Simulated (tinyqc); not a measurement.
Inside a calculation. Method: coherent transport through a tight-binding region between two chains. One step of it, computed by the program tinyqc.

Problem. Transmission at E = 0.77 eV. Surface Green function g = (E - i sqrt(4 t^2 - E^2)) / (2 t^2); self-energy tc^2 g on each contact site; G = (E - H - Sigma)^(-1); Gamma = -2 Im Sigma; T = Gamma_L Gamma_R |G_LR|^2; local density of states -Im G_ii / pi.

H of the central region (eV):
```
           1          2
1   0.000000  -1.140000
2  -1.140000   0.000000
```

Leads: semi-infinite chains with site energy 0:

| parameter | value |
|---|---|
| lead hopping t (eV) | 2.180000 |
| coupling to the left lead (eV) | 1.320000 |
| coupling to the right lead (eV) | 1.020000 |
| left contact site | 1 |
| right contact site | 2 |

E = 0.770000 eV

Give: g; G; local density of states; transmission.

Solution.

g = 0.0810-0.4515i 1/eV

G (1/eV):
```
                 1                2
1  -0.2048-0.5176i   0.6330+0.4269i
2   0.6330+0.4269i  -0.0546-0.6723i
```

local density of states (1/eV): 0.1648  0.2140

transmission = 0.8617
